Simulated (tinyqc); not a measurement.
What moves the results: linear model of a band gap against the share of exact exchange. A value that a table varies takes the place of the one given here.

E(alpha) = E0 + S alpha. A wider gap screens less, modelled in the Penn form eps(alpha) = 1 + (e0 - 1)(EP/(EP + S alpha))^2 with a scale EP chosen for the exercise. A dielectric-dependent hybrid takes alpha = 1/eps.

Inputs chosen for the exercise (of the order of those of Ge; not measured data): E0 = 0.08 eV (gap of the semi-local functional); S = 4.9 eV (slope dE/d(alpha)); e0 = 17.92 (optical dielectric constant at alpha = 0); EP = 8.6 eV (energy scale of the screening); Et = 0.74 eV (target gap).

## Sweep of alpha

Also the exciton scale relative to alpha = 0, (m/m(0))(eps(0)/eps)^2, with a mass proportional to E + D, D = E0/2 + 0.3 eV, a k.p rule for direct gaps only.

Results:

| alpha | E (eV) | eps | alpha eps | exciton scale |
|---|---|---|---|---|
| 0.00 | 0.080 | 17.920 | 0.000 | 1.00 |
| 0.05 | 0.325 | 16.996 | 0.850 | 1.76 |
| 0.10 | 0.570 | 16.145 | 1.615 | 2.67 |
| 0.15 | 0.815 | 15.360 | 2.304 | 3.74 |
| 0.20 | 1.060 | 14.635 | 2.927 | 5.00 |
| 0.25 | 1.305 | 13.964 | 3.491 | 6.45 |
| 0.35 | 1.795 | 12.761 | 4.466 | 10.02 |
| 0.50 | 2.530 | 11.249 | 5.624 | 17.34 |

alpha eps reaches 1 between alpha = 0.05 and 0.1 (fixed point 0.059), and the target gap is met between 0.1 and 0.15. At the fixed point the gap is 0.37 eV, -0.37 eV from the target. From 0 to 0.25 the gap grows by 1.23 eV while eps falls by 22 %; the exciton scale, which takes both, grows by a factor of 6.45 (formal for an indirect gap).

## What each parameter does

Fixed point alpha = 1/eps(alpha), gap and eps there. Each row changes one parameter from the base and keeps the others.

Results:

| case | alpha | E (eV) | eps |
|---|---|---|---|
| base | 0.0594 | 0.371 | 16.830 |
| E0 = 0.088 eV | 0.0594 | 0.379 | 16.830 |
| S = 4.41 eV | 0.0590 | 0.340 | 16.940 |
| e0 = 19.712 | 0.0537 | 0.343 | 18.617 |
| EP = 9.46 eV | 0.0591 | 0.369 | 16.930 |

The largest shifts from the base row, up to three for each result and ties (the steps differ in size, so this ranks the rows, not the parameters). alpha: e0 -0.0057, S -0.0004, EP -0.0004; unchanged at the printed digits by E0. E (eV): S -0.031, e0 -0.028, E0 +0.008. eps: e0 +1.787, S +0.110, EP +0.100; unchanged at the printed digits by E0.

Program tinyqc; command `OMP_NUM_THREADS=1 python tinyqc.py 1850080 1850081 out.jsonl`; about 0.01 s on one thread of a shared Intel(R) Xeon(R) Processor @ 2.30GHz.
